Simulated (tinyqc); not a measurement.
What moves the optical constants: free-carrier optics of a doped semiconductor (Drude model with one polar phonon).

eps(E) = ei [1 - Ep^2/(E^2 + i E Gam)] + (es - ei) wT^2/(wT^2 - E^2 - i E gT), with Ep^2 = 8 pi c (e^2/(4 pi eps0)) N/(m ei), c = hbar^2/2m0, N in 1/angstrom^3 (1e-24 per 1/cm^3); Gam = hbar/tau, tau = mu m m0/e with m0/e = 5.685630e-12 kg/C and mu in m^2/(V s). Energies in meV.

n + i k = sqrt(eps1 + i eps2) with k >= 0; R = ((n - 1)^2 + k^2)/((n + 1)^2 + k^2) at normal incidence from vacuum; alpha = 2 E k/(hbar c), times 1e8 for 1/cm; loss function Im(-1/eps) = eps2/(eps1^2 + eps2^2).

Constants: hbar^2/2m0 = 3.80998211 eV angstrom^2; e^2/(4 pi eps0) = 14.39964547 eV angstrom; hbar = 6.58211957e-16 eV s; hbar c = 1973.269805 eV angstrom.

Inputs chosen for the exercise (mass and dielectric values near those of InSb; N and mu are free inputs; interband absorption and the rise of the mass with filling are left out; shifted at random, so the results belong to these values and not to a real crystal):
- N = 1.5e+17 1/cm^3 (carrier density)
- m = 0.0136 m0 (conductivity mass)
- mu = 35000 cm^2/(V s) (mobility)
- ei = 15.44 (high-frequency dielectric constant)
- wT = 22.1 meV (TO phonon)
- es = 16.7 (static dielectric constant)
- gT = 0.5 meV (phonon damping)
- E = 17.2 meV (photon energy)

At the energy E. Each row changes one parameter from the base and keeps the others.

Results:

| case | Ep (meV) | Gam (meV) | R | alpha (1/cm) |
|---|---|---|---|---|
| base | 31.38 | 2.43 | 0.9265 | 9.89e+03 |
| N = 2.25e+17 1/cm^3 | 38.44 | 2.43 | 0.9527 | 1.32e+04 |
| m = 0.0163 m0 | 28.67 | 2.03 | 0.9201 | 8.53e+03 |
| mu = 21000 cm^2/(V s) | 31.38 | 4.05 | 0.8821 | 9.73e+03 |
| ei = 16.21 | 30.63 | 2.43 | 0.9308 | 1.01e+04 |
| E = 20.6 meV | 31.38 | 2.43 | 0.7691 | 7.00e+03 |

The largest shifts from the base row, up to three for each result and ties (the steps differ in size, so this ranks the rows, not the parameters). Ep (meV): N +7.05, m -2.72, ei -0.75; unchanged at the printed digits by mu and E. Gam (meV): mu +1.62, m -0.40; unchanged at the printed digits by N, ei and E. R: E -0.1574, mu -0.0444, N +0.0262. alpha (1/cm): N +3.33e+03, E -2.88e+03, m -1.36e+03.

tinyqc: `OMP_NUM_THREADS=1 python tinyqc.py 1681198 1681199 out.jsonl`; about 0.01 s, one thread, shared Intel(R) Xeon(R) Processor @ 2.30GHz.
